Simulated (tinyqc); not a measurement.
Inside a calculation. Model: floating body of a partially depleted SOI transistor: body voltage and kink.

tinyqc, about 0.2 s, one thread, Intel Xeon 2.30GHz (shared host): `OMP_NUM_THREADS=1 python tinyqc.py 2182269 2182270 out.jsonl` Printed values are rounded.

Source at 0 V. Channel current Ic = 2 nf K Vt^2 [F(0) - F(Vd)](1 + la Vd), F(V) = ln^2(1 + exp((Vg - VT - nf V)/(2 nf Vt))), VT = VT0 - gb Vb. Saturation voltage Vs = 2 Vt sqrt(F(0)) + 3 Vt, excess Ve = (Vd - Vs + sqrt((Vd - Vs)^2 + 0.0004 V^2))/2, multiplication M1 = Ai Ve exp(-Bl/Ve). Each junction passes D(v) = J1 (exp(v/Vt) - 1) + J2 (exp(v/(2 Vt)) - 1). Bipolar current Ib = bb J1 (exp(Vb/Vt) - 1). The body settles where M1 (Ic + Ib) = D(Vb) + D(Vb - Vd) + Vb/Rb; drain current Id = (1 + M1)(Ic + Ib) - D(Vb - Vd).

Values chosen for this exercise; values of the order met in partially depleted silicon-on-insulator transistors: temperature T = 330 K; threshold at zero body voltage VT0 = 0.43 V; fall of the threshold per volt of body voltage gb = 0.28; slope factor nf = 1.44; gain factor per width K = 220 uA/(V^2 um); channel-length modulation factor la = 0.09 1/V; impact-ionisation prefactor Ai = 1.61 1/V; impact-ionisation voltage Bl = 4.6 V; diffusion saturation current of each junction J1 = 5.1e-12 uA/um; recombination saturation current of each junction J2 = 1.7e-8 uA/um; gain of the lateral bipolar transistor on the diffusion current bb = 0.5; resistance of a weak body tie to the source (1e9 stands for no tie, and the term is then dropped) Rb = 1e9 kohm um; gate voltage Vg = 0.37 V; drain voltage Vd = 2 V.

Constants: q = 1.602176634e-19 C, kB = 1.380649e-23 J/K, Vt = kB T/q. Results are converted to the units shown.

Range of the model: The multiplication law is an empirical form chosen for the exercise; self-heating and capacitive coupling to the body are left out, and the linear laws are rough once Vb passes about 0.7 V or M1 about 0.1.

## Starting value

Vb = 0.78 V.

Vb at the start = 0.78 V

## Iteration 1: new Vb

Current into the body I_in = M1 (Ic + Ib) - D(Vb - Vd), current out I_out = D(Vb) + Vb/Rb; f = ln(I_in/I_out), s = df/dVb by central differences over 1e-5 V, Vb(new) = Vb - f/s.

Ic = 2.588423 uA/um
Ve = 1.797065 V
M1 = 0.2237244
I_in = 1.045169 uA/um
I_out = 4.181883 uA/um
f = -1.386583
s = -18.15603 1/V
Vb after iteration 1 = 0.7036296 V

## Iteration 2: new Vb

As before.

Ic = 2.058074 uA/um
Ve = 1.809811 V
M1 = 0.2294097
I_in = 0.5047275 uA/um
I_out = 0.2880920 uA/um
f = 0.5607387
s = -30.05148 1/V
Vb after iteration 2 = 0.7222889 V

## Iteration 3: new Vb

As before.

Ic = 2.180262 uA/um
Ve = 1.806741 V
M1 = 0.2280336
I_in = 0.5596003 uA/um
I_out = 0.5530975 uA/um
f = 0.01168846
s = -28.66962 1/V
Vb after iteration 3 = 0.7226966 V

## Course of the iteration

Stop when the step is below 1e-10 V, or after 40 iterations.

Course of the iteration:

| iteration | Vb before the step (V) | step (V) |
|---|---|---|
| 1 | 0.78 | -0.0764 |
| 2 | 0.7036296 | 0.0187 |
| 3 | 0.7222889 | 4.08e-4 |
| 4 | 0.7226966 | 2.80e-7 |
| 5 | 0.7226969 | 1.33e-13 |

Converged in 5 iterations.

## Drain current with floating and with grounded body

converged Vb = 0.7226969 V

Id and VT at the converged Vb, Id at Vb = 0, their ratio, and the bipolar share Ib/(Ic + Ib).

VT = 0.2276449 V
Id, floating = 3.021755 uA/um
Id, grounded = 0.1180981 uA/um
ratio = 25.58682
bipolar share = 11.28617 %

The body rises to 0.723 V and lowers the threshold by 202 mV.
